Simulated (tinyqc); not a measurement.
Strain, valley repopulation and piezoresistance in a many-valley conduction band: one step, computed by the program tinyqc.

Valleys are ellipsoids with mass m_l along the axis a and m_t across it, parabolic, with one constant relaxation time; strain shifts the valleys and leaves the masses alone. Currents are taken along [100], along the load, and along [010], across the load.

Task: Linear piezoresistance coefficients. Each of the 6 valleys holds n_v = N_v (2/sqrt(pi)) F_1/2((E_F - dE_v)/(k_B T)), N_v = 2 (m_d k_B T/(2 pi hbar^2))^(3/2), m_d = (m_l m_t^2)^(1/3); E_F solves sum n_v = n and is counted from the unstrained edge. F_j(eta) = int_0^infinity x^j/(1 + exp(x - eta)) dx, without a gamma-function factor. It is evaluated after integrating by parts. Integrals over x = E/(k_B T) use 160 Gauss-Legendre points in u = sqrt(x) from 0 to sqrt(max(eta, 0) + 32). With eta_0 the reduced Fermi level without strain, r = F_-1/2(eta_0)/(2 F_1/2(eta_0)) (1 for a classical gas) and c = r (Xi_u/k_B T) (m_l - m_t)/(2 m_l + m_t): pi11 = -(2/3) c (S11 - S12), pi12 = -pi11/2, pi44 = 0, with S11 - S12 = 1/(C11 - C12).

Inputs (values chosen for the exercise, modelled on silicon):
```
quantity                            value    unit
longitudinal mass m_l               0.895     m_0
transverse mass m_t                 0.194     m_0
shear deformation potential Xi_u      9.4      eV
C11                                   165     GPa
C12                                    64     GPa
electron density n                4.3e+16  1/cm^3
temperature T                         350       K
```

Valley axes: <100> (6 valleys in 3 pairs). Load: uniaxial [100].

Constants: k_B = 8.617333262e-05 eV/K; m_0 = 9.1093837015e-31 kg; k_B = 1.380649e-23 J/K; hbar = 1.054571817e-34 J s.

Give: eta_0; degeneracy factor r; pi11; pi12; pi44.

Result:

eta_0 = -6.6964

degeneracy factor r = 0.99956

pi11 = -72.654 1e-11/Pa

pi12 = 36.327 1e-11/Pa

pi44 = 0 1e-11/Pa

The gas is classical, so the coefficients follow 1/T.
